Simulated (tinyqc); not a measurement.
From one set of inputs to another, one input at a time: cluster expansion of a binary alloy: correlations, fit, cross-validation and ground states. Computed by tinyqc, a small Python program. Command: `OMP_NUM_THREADS=1 python tinyqc.py 3030884 3030885 out.jsonl clex ladder`. One thread of a shared host (Intel(R) Xeon(R) Processor @ 2.30GHz), about 0.2 s of CPU time with the checks.

s = +1 for A and -1 for B. Energy per site E = J0 + J1 P(point) + sum over clusters of m V P, with P the mean product of spins; V > 0 on a pair favours unlike neighbours. Clusters per site m: pair 1 6, pair 2 3, pair 3 12, triplet 8; the triplet is the triangle of first neighbours. Formation energies are counted from the line between pure A and pure B, which removes J0 and J1.

The inputs printed are set A. Inputs not listed in the table keep their values of set A, so the rows need not describe a real material.

Inputs (values chosen for the exercise, for a model alloy):
```
quantity,value,unit
first-pair interaction V1,9.42,meV
second-pair interaction V2,4.2,meV
third-pair interaction V3,-0.78,meV
triplet interaction Vt,-1.4,meV
noise amplitude,4,meV/site
temperature T,790,K
fraction x of B,0.53,-
```

Lattice: fcc.

correlations P, counted on periodic cells:
```
,point,pair 1,pair 2,pair 3,triplet
A,1.000000,1.000000,1.000000,1.000000,1.000000
A3B L1_2,0.500000,0.000000,1.000000,0.000000,-0.500000
A3B D0_22,0.500000,0.000000,0.666667,0.333333,-0.500000
A3B (001) layers,0.500000,0.333333,0.666667,0.000000,0.500000
A2B (001) layers,0.333333,0.111111,0.555556,-0.333333,0.333333
AB L1_0,0.000000,-0.333333,1.000000,-0.333333,0.000000
AB L1_1,0.000000,0.000000,-1.000000,0.000000,0.000000
A2B2 (001) layers,0.000000,0.333333,0.333333,-0.333333,0.000000
AB2 (001) layers,-0.333333,0.111111,0.555556,-0.333333,-0.333333
AB3 L1_2,-0.500000,0.000000,1.000000,0.000000,0.500000
AB3 D0_22,-0.500000,0.000000,0.666667,0.333333,0.500000
AB3 (001) layers,-0.500000,0.333333,0.666667,0.000000,-0.500000
B,-1.000000,1.000000,1.000000,1.000000,-1.000000
```

standard normal numbers for the noise (0 for the pure ends): A 0.000, A3B L1_2 1.115, A3B D0_22 0.994, A3B (001) layers -0.639, A2B (001) layers 0.495, AB L1_0 -0.111, AB L1_1 1.559, A2B2 (001) layers -0.232, AB2 (001) layers -0.097, AB3 L1_2 -1.727, AB3 D0_22 2.394, AB3 (001) layers 0.226, B 0.000

Constants: k_B = 8.617333262e-05 eV/K.

Method:
- Design matrix of formation energies: m (P - 1) for pairs and m (P(triplet) - P(point)) for the triplet; x = (1 - P(point))/2.
- Exact: X V with V = (V1, V2, V3, Vt). The data to fit add the noise amplitude times the normal numbers, standing for what the clusters leave out.
- For each set, H = X (X^T X)^-1 X^T over the structures between the ends; residual e = E - H E; leave-one-out error e_i/(1 - H_ii); both as root mean squares.
- Random alloy: P(pair) = p^2, P(triplet) = p^3, p = 1 - 2x, so H_mix = (p^2 - 1) sum m V(pairs) + (p^3 - p) m Vt; G_mix = H_mix + k_B T [x ln x + (1 - x) ln(1 - x)]. To first order in 1/T the Warren-Cowley parameter of shell 1 is alpha_1 = -(1 - p^2) V_eff/(k_B T), V_eff = V1 + (number of triplets on a first-neighbour bond) p Vt, that number being 4.

Each row keeps all changes above it:
```
input moved,from,to,mixing enthalpy H_mix (meV/site),mixing free energy G_mix (meV/site),leave-one-out error without pair 3 (meV/site)
set A,-,-,-60.21,-107.3,6.387
second-pair interaction V2 (meV),4.2,6.4,-66.79,-113.9,6.387
temperature T (K),790,720,-66.79,-109.7,6.387
triplet interaction Vt (meV),-1.4,-0.64,-66.43,-109.3,6.387
first-pair interaction V1 (meV),9.42,-14,73.59,30.7,6.387
third-pair interaction V3 (meV),-0.78,0.2,61.87,19.0,6.690
fraction x of B,0.53,0.68,52.71,13.8,6.690
noise amplitude (meV/site),4,0.31,52.71,13.8,1.746
```

Mixing enthalpy H_mix goes from -60.2 to 52.7, +113 in all. The largest single move comes from first-pair interaction V1 (+140). Mixing free energy G_mix goes from -107 to 13.8, +121 in all. The largest single move comes from first-pair interaction V1 (+140). Leave-one-out error without pair 3 goes from 6.39 to 1.75, a factor 0.273 in all. The largest single move comes from noise amplitude (a factor 0.261). The single moves hold for this order of the switches; the total does not depend on the order.

Caution (rows first-pair interaction V1, third-pair interaction V3, fraction x of B, noise amplitude): G_mix lies above the hull of the ordered structures at this x, so the random alloy is not the equilibrium state at T.

Extremes, crossings and ranges named in words are read from the listed rows.
